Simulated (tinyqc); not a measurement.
Static screening by free carriers, step by step. Values are carried at full precision from step to step, so a last printed digit may differ when a step is redone from the rounded ones.

kF = (3 pi^2 n/Mv)^(1/3), EF = c kF^2/m with c = hbar^2/2m0, n in 1/angstrom^3 (1e-24 per 1/cm^3), e2 = e^2/(4 pi eps0). Thomas-Fermi: qTF^2 = 6 pi e2 n/(eps EF). Debye: qD^2 = 4 pi e2 n/(eps kB T).

Constants: hbar^2/2m0 = 3.80998211 eV angstrom^2; e^2/(4 pi eps0) = 14.39964547 eV angstrom; kB = 8.617333262e-05 eV/K; a0 (Bohr radius) = 0.5291772105 angstrom; hbar = 6.58211957e-16 eV s.

Inputs chosen for the exercise (near those of Si; the results hold for these values, not for the real material): n = 4.3e+19 1/cm^3 (carrier density); m = 0.3185 m0 (mass of one isotropic valley); Mv = 6 (valleys); eps = 12 (background dielectric constant); T = 200 K; q = 0.151 1/angstrom (wave vector); aD = 29.1 angstrom (trial radius); NI = 4.3e+19 1/cm^3 (ionised impurities).

## Fermi and screening wave vectors

Also the effective Bohr radius aB = a0 eps/m and rs = (3/(4 pi n))^(1/3)/aB.

kF = 0.059646 1/angstrom
EF at 0 K = 42.56 meV
EF/kT = 2.47
qTF = 0.15118 1/angstrom
qD = 0.19396 1/angstrom
aB = 19.94 angstrom
rs = 0.888

The gas is partly degenerate; neither limit is exact, and the true screening wave vector lies below both.

## Screening at finite temperature

F_j(eta) = (1/Gamma(j + 1)) integral_0^infinity x^j dx/(1 + exp(x - eta)), which tends to exp(eta) for eta << 0.

At finite T: qs^2 = qD^2 F_-1/2(eta)/F_1/2(eta), where n = Mv N F_1/2(eta) and N = 2 (m kB T/(4 pi c))^(3/2) with c = hbar^2/2m0, in 1/angstrom^3; times 1e24 for 1/cm^3.

Solve for eta and form qs.

n/(Mv N) = 2.919
eta = 2.064
qs = 0.1386 1/angstrom
screening length 1/qs = 7.213 angstrom

qs is 0.715 of the Debye value and 0.917 of the Thomas-Fermi value.

## Lindhard function at one q

Lindhard at zero temperature: eps(q)/eps = 1 + (qTF/q)^2 L(x), x = q/(2 kF), L(x) = 1/2 + ((1 - x^2)/(4x)) ln|(1 + x)/(1 - x)|.

Compare with Thomas-Fermi, 1 + (qTF/q)^2.

x = 1.2658
L(x) = 0.2451
eps(q)/eps, Lindhard = 1.246
eps(q)/eps, Thomas-Fermi = 2.002

The carriers respond with 25 % of their long-wave strength at this q, beyond 2 kF, where no pair of states on the Fermi surface is joined by q. The zero-temperature form is an exercise here: at the temperature of this gas EF is only 2.5 kT.

## A donor in the screened potential

Donor in the screened potential -(e2/eps) exp(-qs r)/r with the trial function exp(-r/a): E(a) = c/(m a^2) - (e2/eps) 4/(a (2 + qs a)^2), e2 = e^2/(4 pi eps0), c = hbar^2/2m0; isotropic mass.

Evaluate both terms at a = aD.

kinetic term = 14.126 meV
potential term = -4.530 meV
E(aD) = 9.596 meV
unscreened level -m Ry/eps^2 (Ry = 13.60569312 eV) = -30.093 meV

This trial radius gives no binding, nor does any radius up to 3 aB.

## Ionised-impurity scattering at E = 3 kT

Brooks-Herring rate for an electron of energy E: 1/tau = NI (pi e2^2/(eps^2 hbar)) (sqrt(c/m)/E^(3/2)) Phi(b), with Phi = ln(1 + b) - b/(1 + b), b = (2k/qs)^2, k^2 = m E/c, NI in 1/angstrom^3.

e2 = e^2/(4 pi eps0), c = hbar^2/2m0; mobility estimate mu = tau/(m m0/e) with m0/e = 5.685630e-12 kg/C, times 1e4 for cm^2/(V s).

b = 0.8996
Phi = 0.1681
1/tau = 1.46e+13 1/s
mu at this energy = 378 cm^2/(V s)

b is not large: the electron wavelength is comparable with the screening length, outside the regime that the Brooks-Herring formula is meant for.

## Checks

- Scattering rate against the golden-rule integral over angles (1/s): both 1.461e+13.
- L(x) at x = 0.7 against the integral over the Fermi sphere: both 0.81595.

(tinyqc, `OMP_NUM_THREADS=1 python tinyqc.py 1681153 1681154 out.jsonl`, Intel(R) Xeon(R) Processor @ 2.30GHz, 1 thread, shared host, about 0.01 s.)
